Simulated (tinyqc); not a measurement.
# Carrier lifetime of a p-type layer with SRH, radiative, Auger and surface recombination, step by step

Numbers from tinyqc (`OMP_NUM_THREADS=1 python tinyqc.py 2300111 2300112 out.jsonl`; about 0.01 s on one thread of a shared Intel Xeon 2.30GHz). Printed values are rounded.

Uniform excess density dn = dp (no trapping), n = n0 + dn, p = p0 + dn, Boltzmann statistics, full ionisation. Surfaces enter as a rate 2 S dn/d, which holds while diffusion to them is fast.

Parameters, values chosen for the exercise; band and dielectric values those of a made-up semiconductor:
```
symbol     value        unit                                      meaning
T            250           K                                  temperature
Eg          1.36          eV                                     band gap
Nc        2.4e19       cm^-3       conduction-band density of states at T
Nv        1.7e19       cm^-3          valence-band density of states at T
B       4.27e-15      cm^3/s                        radiative coefficient
N         3.6e17       cm^-3                             acceptor density
Cn       1.4e-31      cm^6/s            Auger coefficient (two electrons)
Cp       2.9e-32      cm^6/s                Auger coefficient (two holes)
Nt        3.6e10       cm^-3                                 trap density
sn         2e-15        cm^2          capture cross-section for electrons
sp         1e-15        cm^2              capture cross-section for holes
vth          2e7        cm/s             thermal velocity (both carriers)
Et          1.05          eV         trap level below the conduction band
S              3        cm/s  surface recombination velocity (both faces)
d              2          um                             sample thickness
G         6.5e20  cm^-3 s^-1                              generation rate
```

Constants: q = 1.602176634e-19 C, kB = 1.380649e-23 J/K, Vt = kB T/q. Results are converted to the units shown.

## Equilibrium densities and SRH constants

ni = sqrt(Nc Nv) exp(-Eg/(2 Vt)), Eg in volts; majority density N/2 + sqrt(N^2/4 + ni^2), n0 p0 = ni^2; n1 = Nc exp(-Et/Vt), p1 = Nv exp((Et - Eg)/Vt); tn0 = 1/(sn vth Nt), tp0 = 1/(sp vth Nt).

ni = 3.95488e5 cm^-3
n0 = 4.34475e-7 cm^-3
p0 = 3.6e17 cm^-3
n1 = 0.0163359 cm^-3
p1 = 9.57467e12 cm^-3
tn0 = 6.94444e-4 s
tp0 = 0.00138889 s

## Starting value

dn = 3e15 cm^-3.

dn at the start = 3e15 cm^-3

## Iteration 1: new dn

With e = n p - ni^2 = dn (n0 + p0 + dn): U_SRH = e/(tp0 (n + n1) + tn0 (p + p1)), U_rad = B e, U_Aug = (Cn n + Cp p) e, U_s = 2 S dn/d. Newton step on ln U(ln dn) = ln G, U the sum: k = d ln U/d ln dn (central difference over factors 1.0001), dn(new) = dn (G/U)^(1/k).

U_SRH = 4.24965e18 cm^-3 s^-1
U_rad = 4.65003e18 cm^-3 s^-1
U_Aug = 1.19213e19 cm^-3 s^-1
U_s = 9e19 cm^-3 s^-1
k = 1.00560
dn after iteration 1 = 1.74235e16 cm^-3

## Iteration 2: new dn

As before.

U_SRH = 2.29686e19 cm^-3 s^-1
U_rad = 2.80796e19 cm^-3 s^-1
U_Aug = 8.80172e19 cm^-3 s^-1
U_s = 5.22704e20 cm^-3 s^-1
k = 1.03456
dn after iteration 2 = 1.71239e16 cm^-3

## Course of the iteration

Stop when the step is below 1e-10 of the value, or after 40 iterations.

Course of the iteration:

| iteration | dn before the step (cm^-3) | step (cm^-3) |
|---|---|---|
| 1 | 3e15 | 1.44e16 |
| 2 | 1.74235e16 | -3.00e14 |
| 3 | 1.71239e16 | -9.10e10 |
| 4 | 1.71238e16 | -8460 |

Converged in 4 iterations.

## Lifetime, shares and quasi-Fermi splitting

converged dn = 1.71238e16 cm^-3

With e = n p - ni^2 = dn (n0 + p0 + dn): U_SRH = e/(tp0 (n + n1) + tn0 (p + p1)), U_rad = B e, U_Aug = (Cn n + Cp p) e, U_s = 2 S dn/d. tau = dn/U, shares of U, splitting Vt ln(n p/ni^2), radiative efficiency U_rad/U.

tau = 2.63443e-5 s
shares (%): SRH 3.4777, radiative 4.2423, Auger 13.2473, surface 79.0328
quasi-Fermi splitting = 1.12187 V

Surface recombination takes the largest share. dn is 0.048 times the doping: low injection.
